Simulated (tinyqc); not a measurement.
# Overdrive from the zero-temperature-coefficient point

Question. P(T) = V I0 (T/300 K)^(-al) [1 + kv (T - 300 K)/Vov]^2. The power does not change with T where al/T = 2 kv/(Vov + kv (T - 300 K)). Find Vov.

Parameters, values chosen for the exercise:
- al = 1.1 (exponent of the mobility)
- kv = 1.6 mV/K (fall of the threshold with temperature)

temperature of zero gain = 397.22222 K

Answer. The condition is linear in Vov.

Vov = 1.00 V

Numbers from tinyqc (`OMP_NUM_THREADS=1 python tinyqc.py 2520048 2520049 out.jsonl`; about 0.01 s on one thread of a shared Intel Xeon 2.30GHz).
